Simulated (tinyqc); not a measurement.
# Capacitances against the space between lines

Endless row of lines of width wl, height tl and space sl between grounded planes at distance hd; e2 fills the gaps beside the lines, e1 the rest. Laplace's equation is solved on meshes of 3, 6 and 12 steps per unit u and extrapolated (Aitken), which is good to about 0.2 %. C_even (all lines at 1 V) is the capacitance Cg to the planes; C_odd (neighbours in antiphase) = Cg + 4 Cc if only nearest neighbours couple, which defines Cc; total with quiet neighbours Cg + 2 Cc. Plate values 2 eps0 e1 wl/hd and eps0 e2 tl/sl.

Inputs (values chosen for the exercise): relative permittivity above and below the lines e1 = 2.7; relative permittivity between the lines e2 = 2.7; line width, in units u wl = 6 u; line height tl = 8 u; distance to each plane hd = 8 u.

Constants: eps0 = 8.8541878128e-12 F/m. Results are converted to the units shown.

The same in every row: plate Cg (aF/um) = 35.9.

Results:

| sl (u) | Cg (aF/um) | Cc (aF/um) | Cg + 2 Cc (aF/um) | C_odd (aF/um) | plate Cc (aF/um) | share of coupling, 2 Cc/(Cg + 2 Cc) (%) |
|---|---|---|---|---|---|---|
| 2 | 47.3 | 120 | 287 | 528 | 95.6 | 83.5 |
| 4 | 57.9 | 62.4 | 183 | 308 | 47.8 | 68.3 |
| 8 | 76.0 | 28.9 | 134 | 192 | 23.9 | 43.2 |
| 12 | 89.7 | 16.0 | 122 | 154 | 15.9 | 26.3 |
| 16 | 99.3 | 9.26 | 118 | 136 | 12.0 | 15.7 |
| 24 | 110 | 3.21 | 116 | 123 | 7.97 | 5.54 |

Estimate the missing row, sl = 6 u.

Computed row:

| sl (u) | Cg (aF/um) | Cc (aF/um) | Cg + 2 Cc (aF/um) | C_odd (aF/um) | plate Cc (aF/um) | share of coupling, 2 Cc/(Cg + 2 Cc) (%) |
|---|---|---|---|---|---|---|
| 6 | 67.4 | 40.8 | 149 | 231 | 31.9 | 54.8 |

With this row back in the table: As sl goes from 2 to 24, Cg rises from 47.3 to 110 aF/um, Cc falls from 120 to 3.21 aF/um and the share of coupling falls from 83.5 to 5.54 %. Cg is 1.32 times its plate value in the first row and 3.06 times in the last; for Cc the ratios are 1.26 and 0.403. Neighbours in antiphase raise the load by a factor of 1.84 and 1.06 over quiet ones. For sl = 2 the planes are farther than 0.8 of the pitch, so second neighbours couple too and Cg + 2 Cc understates the quiet load by a per cent or more.

Program tinyqc, `OMP_NUM_THREADS=1 python tinyqc.py 2790201 2790202 out.jsonl`; Intel Xeon 2.30GHz, shared host, one thread, about 1 s.
